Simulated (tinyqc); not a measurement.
Inside a calculation. Method: tight binding, dimerised chain. Computed by tinyqc, a small Python program that keeps every step. Settings: t1 = 0.36, t2 = 1.82, delta = 0.29, points = 6, cells = 5. Command: `OMP_NUM_THREADS=1 python tinyqc.py 26562 26563 out.jsonl` (the two numbers bound the seeds that draw the settings). One thread of a shared host (Intel(R) Xeon(R) Processor @ 2.60GHz), about 0.01 s of CPU time with the checks.

## Bloch Hamiltonian at k

Parameters chosen for this model:

| parameter | value | unit |
|---|---|---|
| t1 | 0.360000 | eV, inside the cell |
| t2 | 1.820000 | eV, between cells |
| delta | 0.290000 | eV, +/- on the two sites |

k point k (2 pi / a): 0.05000

H_AA = +delta, H_BB = -delta, H_AB = -t1 - t2 exp(-i k a).

H(k) at k (eV):
```
                   A                  B
A            0.29000  -2.09092+0.56241i
B  -2.09092-0.56241i           -0.29000
```

## Levels at k

Diagonalise the Hermitian matrix.

eigenvalues (eV): -2.18457  2.18457

weights |c|^2 of the basis functions:
```
    band 1   band 2
A  0.43363  0.56637
B  0.56637  0.43363
```

## Bloch Hamiltonian at X

k point X (2 pi / a): 0.50000

As before.

H(k) at X (eV):
```
         A         B
A  0.29000   1.46000
B  1.46000  -0.29000
```

## Levels at X

As before.

eigenvalues (eV): -1.48852  1.48852

weights |c|^2 of the basis functions:
```
    band 1   band 2
A  0.40259  0.59741
B  0.59741  0.40259
```

## Bands along a path

The same steps at evenly spaced points between the labelled ones.

Bands along the path (eV):

| k | band 1 | band 2 |
|---|---|---|
| G | -2.19920 | 2.19920 |
| G-X 0.33 | -2.04482 | 2.04482 |
| G-X 0.67 | -1.69437 | 1.69437 |
| X | -1.48852 | 1.48852 |

With 1 band(s) filled, the highest filled level on these points lies at X and the lowest empty one at X: a gap of 2.9770 eV, direct.

## Berry (Zak) phase of the lower band

On 6 points k_j = j/N: phase = -Im ln of the product of <u_j|u_(j+1)>, closed with u_N = u_0 (the cell-periodic part is taken without the site positions). Single arguments depend on the phases chosen for the u_j; only their sum modulo 2 pi does not.

Overlaps:

| j | \|<u_j\|u_j+1>\| | argument (rad) |
|---|---|---|
| 0 | 0.90398 | -0.38089 |
| 1 | 0.87741 | -0.42027 |
| 2 | 0.82211 | -0.48828 |
| 3 | 0.82211 | -0.48828 |
| 4 | 0.87741 | -0.42027 |
| 5 | 0.90398 | -0.38089 |

phase / pi, folded into (-1, 1] = 0.82089

## Open chain of 5 cells

H of the open chain (eV), lower triangle:
```
           1         2         3         4         5         6         7         8
1    0.29000
2   -0.36000  -0.29000
3    0.00000  -1.82000   0.29000
4    0.00000   0.00000  -0.36000  -0.29000
5    0.00000   0.00000   0.00000  -1.82000   0.29000
6    0.00000   0.00000   0.00000   0.00000  -0.36000  -0.29000
7    0.00000   0.00000   0.00000   0.00000   0.00000  -1.82000   0.29000
8    0.00000   0.00000   0.00000   0.00000   0.00000   0.00000  -0.36000  -0.29000
9    0.00000   0.00000   0.00000   0.00000   0.00000   0.00000   0.00000  -1.82000
10   0.00000   0.00000   0.00000   0.00000   0.00000   0.00000   0.00000   0.00000

           9        10
9    0.29000
10  -0.36000  -0.29000
```

The same hoppings without the wrap-around bond.

levels (eV): -2.14499  -1.99343  -1.78072  -1.57743  -0.29000  0.29000  1.57743  1.78072  1.99343  2.14499

weights of the highest filled level on the sites: 0.00000  0.00000  0.00000  0.00006  0.00000  0.00147  0.00000  0.03759  0.00000  0.96087

The bulk gap runs from -1.4885 to 1.4885 eV; 2 level(s) of this chain lie inside it: end states, which need the weaker bond inside the cell and a chain longer than their decay length.
